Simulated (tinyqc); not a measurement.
Deal-Grove kinetics of thermal oxidation of silicon: one step, computed by the program tinyqc.

Oxidant diffuses through the oxide and reacts at the interface, so that dx/dt = B/(A + 2x) for the oxide thickness x.

Task: Rate constants. B = B0 p exp(-E_B/(k_B T)), B/A = (B/A)0 p^m exp(-E_A/(k_B T)), p in atm; A = B/(B/A). Temperatures in kelvin are T(C) + 273.15.

Inputs (values chosen for the exercise, close to those used for silicon):
```
quantity                       value    unit
prefactor B0                     856  um^2/h
activation energy E_B           1.24      eV
prefactor (B/A)0            3.28e+06    um/h
activation energy E_A              2      eV
temperature T                   1050       C
oxidant pressure p                 1     atm
pressure exponent m of B/A      0.74       -
```

Ambient: dry oxygen. Surface: (100).

Constants: k_B = 8.617333262e-05 eV/K.

Give: parabolic constant B; linear constant B/A; length A.

Result:

parabolic constant B = 0.016196 um^2/h

linear constant B/A = 0.079072 um/h

length A = 0.20482 um

Reaction at the interface limits growth while x is well below A/2 = 0.102 um, diffusion once x is well above it.
